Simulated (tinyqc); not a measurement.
# Superjunction drift layer against a plain one, charge balance, step by step

tinyqc, about 0.01 s, one thread, Intel Xeon 2.30GHz (shared host): `OMP_NUM_THREADS=1 python tinyqc.py 2590027 2590028 out.jsonl` Printed values are rounded.

Alternating n and p pillars of equal width wp, doping N and length Lp. When depleted, the lateral field peaks at Ex = q N wp/(2 eps0 eps_r) at the pillar junctions and a uniform vertical field Ey is added; breakdown is taken where Ex^2 + Ey^2 = Ef^2. Only the n pillars conduct, narrowed by the zero-bias depletion. A first-order model: the field peaks at the pillar ends are left out.

Inputs (values chosen for the exercise); values close to those of silicon:
- eps_r = 12 (relative permittivity of the semiconductor)
- E16 = 0.405 MV/cm (critical field at a doping of 1e16 cm^-3)
- mx = 1320 cm^2/(V s) (mobility at low doping)
- mi = 90.6 cm^2/(V s) (mobility at high doping)
- Nr = 1.3e17 cm^-3 (reference doping of the mobility)
- BV = 640 V (wanted breakdown voltage)
- wp = 1.5 um (width of each pillar)
- Ef = 0.3 MV/cm (critical field inside the pillars)
- a = 0.6 (lateral peak field as a share of Ef)
- Vb = 0.8 V (built-in voltage of the pillar junctions)
- dl = 1.9 % (charge imbalance (Nn - Np)/N)

Constants: q = 1.602176634e-19 C, eps0 = 8.8541878128e-14 F/cm where lengths are in cm. Results are converted to the units shown.

## Iteration 1: doping of the plain drift layer

N at the start = 1e15 cm^-3

Ec(N) = E16 (N/1e16 cm^-3)^(1/8); N(new) = eps0 eps_r Ec(N)^2/(2 q BV).

Ec = 0.3037072 MV/cm
N after iteration 1 = 4.778809e14 cm^-3

## Iteration 2: doping of the plain drift layer

As before.

Ec = 0.2769300 MV/cm
N after iteration 2 = 3.973284e14 cm^-3

## Course of the iteration: doping of the plain drift layer

Stop when N changes by less than 1e8 cm^-3, or after 40 iterations.

Course of the iteration:
```
iteration    N (cm^-3)  |change| (cm^-3)
1          4.778809e14           5.22e14
2          3.973284e14           8.06e13
3          3.794085e14           1.79e13
4          3.750563e14           4.35e12
5          3.739760e14           1.08e12
6          3.737065e14           2.70e11
7          3.736391e14           6.74e10
8          3.736223e14           1.68e10
9          3.736180e14            4.21e9
10         3.736170e14            1.05e9
11         3.736167e14            2.63e8
12         3.736167e14            6.58e7
```

Converged in 12 iterations. At the end each change is about 0.25 times the one before: linear convergence.

## Thickness and resistance of the plain layer

N of the plain layer = 3.736166e14 cm^-3

Ec(N) = E16 (N/1e16 cm^-3)^(1/8), mu(N) = mi + (mx - mi)/(1 + (N/Nr)^0.9). W = 2 BV/Ec, Rsp = W/(q mu N).

mu = 1313.689 cm^2/(V s)
W = 47.66523 um
Rsp = 60.61393 mohm cm^2

## Design of the pillars

Ex = a Ef gives N = 2 eps0 eps_r a Ef/(q wp); Ey = Ef sqrt(1 - a^2); Lp = BV/Ey; xd = sqrt(eps0 eps_r Vb/(q N)) on each side; Rsp = 2 Lp/(q mu(N) N (1 - 2 xd/wp)). mu(N) = mi + (mx - mi)/(1 + (N/Nr)^0.9).

N = 1.591589e16 cm^-3
Ey = 0.24 MV/cm
Lp = 26.66667 um
xd = 0.1825742 um
Rsp = 2.385876 mohm cm^2

The pillars have an aspect ratio of 17.8. Their doping is 42.6 times, and their Rsp 0.0394 times, that of the plain layer.

## Loss of breakdown voltage by imbalance

An imbalance dl leaves the mean net doping |dl| N/2, which tilts the vertical field by s = q |dl| N/(2 eps0 eps_r): BV(dl) = Ey Lp - s Lp^2/2, or Ey^2/(2 s) if the field reaches zero inside the pillar.

tilt s = 2.28 kV/(cm um)
BV(dl) = 558.9333 V
loss = 12.66667 %
